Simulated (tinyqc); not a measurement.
Short-channel transistor, virtual-source model with series resistance: two steps of the calculation.

The current per gate width is the charge at the top of the source barrier (the virtual source) times its velocity times a saturation function; al and be are fitting constants of the model. Units: I in uA/um, Rs in ohm um, so I Rs = 1e-6 I Rs in volts; Q in uC/cm^2, so I = 1e-4 Q vx0 Fsat with vx0 in cm/s.

Inputs (values chosen for the exercise): temperature T = 400 K; inversion capacitance Cinv = 1.33 uF/cm^2; velocity at the virtual source vx0 = 5.97e6 cm/s; apparent mobility mu = 1000 cm^2/(V s); channel length L = 65 nm; threshold at zero drain voltage VT0 = 0.291 V; drain-induced barrier lowering dl = 0.026 V/V; subthreshold factor n0 = 1.19; growth of n with drain voltage nd = 0 1/V; threshold shift (in units of Vt) from weak to strong inversion al = 3.5; sharpness of saturation be = 1.6; series resistance of each contact Rs = 50 ohm um; gate voltage Vgs = 0.33 V; drain voltage Vds = 0.3 V.

Constants: q = 1.602176634e-19 C, kB = 1.380649e-23 J/K, Vt = kB T/q. Results are converted to the units shown.

Task 1. Current through the series resistance. Intrinsic voltages Vg' = Vgs - I Rs, Vd' = Vds - 2 I Rs. n = n0 + nd Vd', VT = VT0 - dl Vd', Ff = 1/(1 + exp((Vg' - VT + al Vt/2)/(al Vt))), Q = Cinv n Vt ln(1 + exp((Vg' - VT + al Vt Ff)/(n Vt))), Vdsat = (vx0 L/mu)(1 - Ff) + Vt Ff, Fsat = u/(1 + u^be)^(1/be) with u = Vd'/Vdsat, and I(out) = Q vx0 Fsat per width. (Fsat takes the sign of u.) I(new) = I + 0.5 (I(out) - I).

I at the start = 0 uA/um

Wanted: Vg'; Vd'; VT; Ff; Q; Vdsat; Fsat; I(out); I after iteration 1.

Result 1.

Vg' = 0.3300 V
Vd' = 0.3000 V
VT = 0.2832 V
Ff = 0.2915
Q = 0.1160 uC/cm^2
Vdsat = 0.03754 V
Fsat = 0.9782
I(out) = 67.71 uA/um
I after iteration 1 = 33.86 uA/um

Task 2. What the series resistance costs. n = n0 + nd Vd', VT = VT0 - dl Vd', Ff = 1/(1 + exp((Vg' - VT + al Vt/2)/(al Vt))), Q = Cinv n Vt ln(1 + exp((Vg' - VT + al Vt Ff)/(n Vt))), Vdsat = (vx0 L/mu)(1 - Ff) + Vt Ff, Fsat = u/(1 + u^be)^(1/be) with u = Vd'/Vdsat, and I = Q vx0 Fsat per width. I0 is the current for Rs = 0. Effective velocity I/Q; transit time L Q/I.

converged I = 65.797280 uA/um
I0 = 67.714904 uA/um

Wanted: loss against I0; effective velocity; transit time.

Result 2.

loss against I0 = 2.832 %
effective velocity = 5.835e6 cm/s
transit time = 1.114 ps

The carriers leave the virtual source at 97.7 % of vx0: the device is in saturation.

Numbers from tinyqc (`OMP_NUM_THREADS=1 python tinyqc.py 2380156 2380157 out.jsonl`; about 0.02 s on one thread of a shared Intel Xeon 2.30GHz).
